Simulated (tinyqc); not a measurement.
Six-transistor SRAM cell, nodal equations and margins: one step of the calculation.

Two cross-coupled inverters (pull-down bn, pull-up bp) hold the nodes Q and QB; access transistors (ba, threshold VTn, gate on the word line at Vdd when selected) join them to the bit lines. Transistor (EKV form, voltages against the body): I = 2 n b Vt^2 [F(vp - Vs) - F(vp - Vd)] from drain to source, F(v) = ln^2(1 + exp(v/(2 Vt))), vp = (Vg - VT + sg |Vd - Vs|)/n. n-channel bodies are at 0; for the p-channel device all voltages are counted down from Vdd. b in uA/V^2 gives I in uA. For an access transistor the bit line is the drain and the node the source. In a read both bit lines are at Vdd. The cell is symmetric (no mismatch).

Task. The largest square in the read butterfly. f(x) is the node voltage of one half-cell in a read for input x (In - Ip - Ia = 0). Static noise margin: side of the largest square between the curve (x, f(x)) and its mirror image (f(y), y); with h(c) the root x of f(x) - x = c, it is the maximum over c > 0 of h(c) - h(-c) + c.

Inputs (values chosen for the exercise):

| symbol | value | unit | meaning |
|---|---|---|---|
| T | 325 | K | temperature |
| Vdd | 0.6 | V | supply voltage |
| n | 1.22 |  | slope factor |
| sg | 0.113 |  | drain-induced barrier lowering |
| VTn | 0.42 | V | n-channel threshold |
| VTp | 0.27 | V | p-channel threshold (magnitude) |
| bn | 220 | uA/V^2 | gain factor of the pull-down transistor |
| ba | 110 | uA/V^2 | gain factor of the access transistor |
| bp | 66 | uA/V^2 | gain factor of the pull-up transistor |

Constants: q = 1.602176634e-19 C, kB = 1.380649e-23 J/K, Vt = kB T/q. Results are converted to the units shown.

| point | c (V) |
|---|---|
| 0 | 0.083 |
| 1 | 0.14 |
| 2 | 0.19 |
| 3 | 0.24 |
| 4 | 0.28 |
| 5 | 0.31 |
| 6 | 0.33 |

Wanted: h(c); h(-c); side.

Result.

| point | h(c) (V) | h(-c) (V) | side (V) |
|---|---|---|---|
| 0 | 0.3341 | 0.3527 | 0.0645 |
| 1 | 0.3280 | 0.3643 | 0.1037 |
| 2 | 0.3216 | 0.3815 | 0.1300 |
| 3 | 0.3114 | 0.4045 | 0.1470 |
| 4 | 0.2966 | 0.4251 | 0.1515 |
| 5 | 0.2790 | 0.4414 | 0.1476 |
| 6 | 0.2640 | 0.4524 | 0.1416 |

The maximum over c is 151.5 mV, the read margin; with the word line off (no Ia) the same construction gives 213.1 mV.

Computed by the program tinyqc: `OMP_NUM_THREADS=1 python tinyqc.py 2340018 2340019 out.jsonl`, one thread of a shared Intel Xeon 2.30GHz, about 0.1 s for the whole run.
